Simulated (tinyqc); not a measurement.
Comparisons within one model: heavy doping: gap narrowing, degeneracy and the minority density. A value that a table varies takes the place of the one given here.

F_j(eta) = (1/Gamma(j + 1)) integral_0^infinity x^j dx/(1 + exp(x - eta)), which tends to exp(eta) for eta << 0.

Empirical narrowing (Slotboom form, constants chosen for the exercise; published fits of this form give the apparent narrowing, here it is taken as the true one): dEg = E0 [ln(N/N0) + sqrt(ln(N/N0)^2 + C)].

Majority: N = Nv F_1/2(eta), eta the distance of EF beyond the majority band edge in kT. Degeneracy factor gam = F_1/2(eta)/exp(eta). ni0^2 = Nc Nv exp(-Eg/kT); product n p = ni0^2 gam exp(dEg/kT), dEg the true narrowing; apparent narrowing dEa = dEg + kT ln gam; minority density = n p/N.

Bipolar transistor with N as emitter doping: beta = K (N/NB) exp((dEa_B + dG - dEa_E)/kT), dEa_E = dEg(N) + kT ln gam, dEa_B = dEg(NB). For the sweep in T, Nv is scaled as (T/T0)^(3/2) from its value at T0 = T.

Constants: kB = 8.617333262e-05 eV/K.

Values chosen for the exercise (gap and densities of states near those of Si at this temperature; narrowing constants near the fits for Si; not measured data): Eg = 1.081 eV (gap); Nc = 5.07e+19 1/cm^3 (conduction-band density of states); Nv = 2.09e+19 1/cm^3 (valence-band density of states); T = 450 K; E0 = 6.85 meV (narrowing scale); N0 = 1.2e+17 1/cm^3 (onset density); C = 0.5 (smoothing constant); N = 9.6e+17 1/cm^3 (ionised acceptors, equal to the majority density); NB = 7e+16 1/cm^3 (base doping); K = 4.1 (ratio (D_B W_E)/(D_E W_B)); dG = 0 meV (extra narrowing of the base by alloying).

## Narrowing against degeneracy

N takes the values listed; the last column is N over the factor gam exp(dEg/kT), the doping that a simple model would need to give the same minority density.

Results:

| N (1/cm^3) | eta | gam | dEg (meV) | dEa (meV) | minority (1/cm^3) | effective doping (1/cm^3) |
|---|---|---|---|---|---|---|
| 6.0e+16 | -5.85 | 0.999 | 2.0 | 2.0 | 1.45e+10 | 5.70e+16 |
| 2.0e+17 | -4.65 | 0.997 | 9.5 | 9.3 | 5.27e+09 | 1.57e+17 |
| 6.0e+17 | -3.54 | 0.990 | 23.1 | 22.7 | 2.48e+09 | 3.34e+17 |
| 2.0e+18 | -2.31 | 0.967 | 39.1 | 37.8 | 1.10e+09 | 7.54e+17 |
| 6.0e+18 | -1.15 | 0.904 | 54.0 | 50.1 | 5.03e+08 | 1.65e+18 |
| 2.0e+19 | 0.29 | 0.716 | 70.4 | 57.5 | 1.82e+08 | 4.54e+18 |
| 6.0e+19 | 2.03 | 0.376 | 85.4 | 47.5 | 4.70e+07 | 1.76e+19 |
| 2.0e+20 | 5.29 | 0.0483 | 101.9 | -15.6 | 2.77e+06 | 2.99e+20 |
| 4.0e+20 | 8.55 | 0.00369 | 111.3 | -105.9 | 1.35e+05 | 6.13e+21 |

dEg grows steadily to 111.3 meV, while the apparent value peaks at 57.5 meV for N = 2e+19 and falls to -105.9 meV as the Fermi level enters the band (a negative value is not met in measurements: parabolic bands with a fixed mass overstate the filling). N grows by a factor 33 from the third to the sixth row and the effective doping by 13.6.

## Current gain against temperature

Gain:

| T (K) | beta | beta with dG = 0 | without narrowing |
|---|---|---|---|
| 150 | 7.64 | 7.64 | 56.2 |
| 200 | 12.5 | 12.5 | 56.2 |
| 250 | 16.8 | 16.8 | 56.2 |
| 300 | 20.5 | 20.5 | 56.2 |
| 350 | 23.6 | 23.6 | 56.2 |
| 400 | 26.3 | 26.3 | 56.2 |
| 450 | 28.6 | 28.6 | 56.2 |

dEa_B + dG - dEa_E at T0 = -26.3 meV

beta is 7.64 at 150 K and 28.6 at 450 K, since the net exponent is negative: the emitter has the larger apparent narrowing. At 300 K narrowing and degeneracy change the gain by a factor 0.364.

## What moves the minority density and the gain

All results formed anew. Each row changes one parameter from the base and keeps the others.

Results:

| case | dEg (meV) | dEa (meV) | minority (1/cm^3) | beta |
|---|---|---|---|---|
| base | 29.29 | 28.66 | 1.81e+09 | 28.6 |
| N = 1.92e+18 1/cm^3 | 38.59 | 37.33 | 1.13e+09 | 45.7 |
| E0 = 8.22 meV | 35.15 | 34.52 | 2.10e+09 | 24.9 |
| N0 = 2.4e+17 1/cm^3 | 20.16 | 19.53 | 1.43e+09 | 35.1 |
| Eg = 1.101 eV | 29.29 | 28.66 | 1.08e+09 | 28.6 |
| Nv = 2.72e+19 1/cm^3 | 29.29 | 28.81 | 2.36e+09 | 28.5 |
| NB = 1.4e+17 1/cm^3 | 29.29 | 28.66 | 1.81e+09 | 15.7 |

The largest shifts from the base row, up to three for each result and ties (the steps differ in size, so this ranks the rows, not the parameters). dEg (meV): N +9.30, N0 -9.13, E0 +5.86; unchanged at the printed digits by Eg, Nv and NB. dEa (meV): N0 -9.13, N +8.67, E0 +5.86; unchanged at the printed digits by Eg and NB. minority (1/cm^3): Eg -7.29e+08, N -6.77e+08, Nv +5.54e+08; unchanged at the printed digits by NB. beta: N +17.1, NB -12.9, N0 +6.57; unchanged at the printed digits by Eg.

(tinyqc, `OMP_NUM_THREADS=1 python tinyqc.py 1650865 1650866 out.jsonl`, Intel(R) Xeon(R) Processor @ 2.30GHz, 1 thread, shared host, about 0.01 s.)
